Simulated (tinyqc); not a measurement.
Inside a calculation. Model: valley-orbit splitting of a donor ground state, with strain. Computed by tinyqc, a small Python program that keeps every step. Command: `OMP_NUM_THREADS=1 python tinyqc.py 3012924 3012925 out.jsonl valleyorbit walk`. One thread of a shared host (Intel(R) Xeon(R) Processor @ 2.30GHz), about 0.01 s of CPU time with the checks. Intermediate numbers are printed to about 7 digits and carried at full precision; extremes and crossings named in words are read from the listed rows.

The basis is the 1s envelope in each valley; energies are counted from the unstrained conduction-band edge. The strain is e_s (a a^T - 1/3) for the unit stress axis a, so valley j along n_j moves by Xi_u e_s w_j with w_j = (n_j.a)^2 - 1/3: +1/6 for x and y, -1/3 for z. The splitting at the zone boundary that a [110] shear adds for <100> valleys is left out.

Inputs (values chosen for the exercise, for a model many-valley semiconductor): single-valley binding energy E_0 = 33.8 meV; central-cell shift Lambda = 3.79 meV; coupling Delta_1 = 2.73 meV; coupling Delta_2 = 2.32 meV; shear deformation potential Xi_u = 8.48 eV; shear strain e_s = -0.00034; temperature T = 200 K; donor density N_D = 2.2e+14 cm^-3; density-of-states mass of one valley m_e = 0.322 m_0.

Valleys: six along <100>. Stress axis: [110].

Constants: k_B = 8.617333262e-05 eV/K; m_0 = 9.1093837015e-31 kg; k_B = 1.380649e-23 J/K; h = 6.62607015e-34 J s.

## Levels without strain

By symmetry: E(A1) = E_0 + Lambda + 4 Delta_1 + Delta_2 (one state), E(T2) = E_0 + Lambda - Delta_2 (three), E(E) = E_0 + Lambda - 2 Delta_1 + Delta_2 (two), as binding energies.

E(A1) = 50.83 meV

E(T2) = 35.27 meV

E(E) = 34.45 meV

Only A1 has all valley amplitudes in phase, so only it has weight at the nucleus. Of the upper states T2 is bound more strongly, because Delta_1 is larger than Delta_2.

## The valley matrix under strain

H_jj = -(E_0 + Lambda) + Xi_u e_s w_j; H_jk = -Delta_2 between opposite valleys and -Delta_1 between perpendicular ones.

H (meV), rows +x, -x, +y, -y, +z, -z:
$$\begin{pmatrix}
-38.07053 & -2.32000 & -2.73000 & -2.73000 & -2.73000 & -2.73000 \\
-2.32000 & -38.07053 & -2.73000 & -2.73000 & -2.73000 & -2.73000 \\
-2.73000 & -2.73000 & -38.07053 & -2.32000 & -2.73000 & -2.73000 \\
-2.73000 & -2.73000 & -2.32000 & -38.07053 & -2.73000 & -2.73000 \\
-2.73000 & -2.73000 & -2.73000 & -2.73000 & -36.62893 & -2.32000 \\
-2.73000 & -2.73000 & -2.73000 & -2.73000 & -2.32000 & -36.62893
\end{pmatrix}$$

## Levels and ground state under strain

Diagonalise H; the ground vector has positive components. The density at the nucleus, and so the contact hyperfine coupling, scales as (sum_j c_j)^2/(number of valleys), which is 1 without strain; the envelopes are held fixed.

levels (meV): [-50.85735, -35.75053, -35.75053, -34.93053, -34.30893, -33.94212]

valley amplitudes of the ground state: +x 0.4195252, -x 0.4195252, +y 0.4195252, -y 0.4195252, +z 0.3847041, -z 0.3847041

hyperfine ratio A/A_0 = 0.9983833

The valleys that move down hold 70.4 % of the ground state, against 66.7 % without strain.

## Binding energy under strain

The binding energy is counted from the lowest valley edge, min_j Xi_u e_s w_j; the gap is from the ground state to the next level.

binding energy under strain = 50.37681 meV

gap to the first excited state = 15.10681 meV

## Populations and ionisation

z = sum over levels of exp(-(E - E_ground)/k_B T), the ground-state share being 1/z; N_c = 2 (2 pi m_e k_B T/h^2)^(3/2) sum_j exp(-(shift_j - lowest shift)/k_B T); n1 = N_c/(2 z) exp(-binding/k_B T), binding = lowest shift - E_ground; without compensation n = 2 N_D/(1 + sqrt(1 + 4 N_D/n1)) (Boltzmann statistics; p and higher states left out).

partition sum z = 2.986911

share of neutral donors in the ground state = 0.3347940

N_c = 1.457457e+19 cm^-3

n1 = 1.311908e+17 cm^-3

free electrons n = 2.196323e+14 cm^-3

Caution: k_B T exceeds a third of E_0, so the p and higher states, left out, hold part of the bound electrons.

## Strain dependence

The contact hyperfine ratio is A/A_0 = (sum_j c_j)^2/(number of valleys), c_j the valley amplitudes of the ground state; binding from the lowest valley edge.

Against strain:
```
e_s       Xi_u e_s (w_max - w_min) (meV)  binding (meV)  gap to next level (meV)      A/A_0
-0.00270                        -11.4480       48.36560                 13.09560  0.9409761
-0.00100                         -4.2400       49.63843                 14.36843  0.9878400
-0.00034                         -1.4416       50.37681                 15.10681  0.9983833
-0.00010                         -0.4240       50.69108                 15.42108  0.9998537
0.00010                           0.4240       50.54979                 15.27979  0.9998486
0.00034                           1.4416       49.89793                 14.62793  0.9981831
0.00100                           4.2400       48.26566                 12.99566  0.9830660
0.00270                          11.4480       45.19774                  9.92774  0.8792681
```

A/A_0 falls for either sign of strain, to 0.941 and 0.879 at the ends; its limits are the shares of the valleys that end up lowest, 4/6 under compression and 2/6 under tension. Near zero strain A/A_0 changes in second order, the binding in first. The binding energy drops from 50.83 meV to 48.37 and 45.20 meV, since fewer valleys share the valley-orbit gain.

## Do the excited 1s states matter for ionisation?

No strain here. The last two columns set z = 1, with the A1 depth, or use one level at E_0 with z equal to the number of valleys.

Ionised share:
```
T (K)         z  all 1s states  ground state alone  no splitting
29     1.008777   1.651851e-03        1.659078e-03     0.0202531
49     1.116623   1.373410e-01        1.445234e-01     0.3779679
74     1.414734   7.215416e-01        7.736923e-01     0.8787647
110    1.936333   9.719067e-01        9.850951e-01     0.9851648
150    2.463408   9.943773e-01        9.977022e-01     0.9963181
240    3.319628   9.991350e-01        9.997391e-01     0.9993135
390    4.116651   9.997985e-01        9.999510e-01     0.9998231
```

z grows from 1.009 to 4.12 of at most 6. Leaving out the excited states overstates the ionised share by up to 7.2 % (at 74.0 K); ignoring the splitting misses by a factor 12.3 at the lowest T and 1.00 at the highest.

Checks made by the program: symmetry formulas against diagonalisation (relative difference below 1e-10).
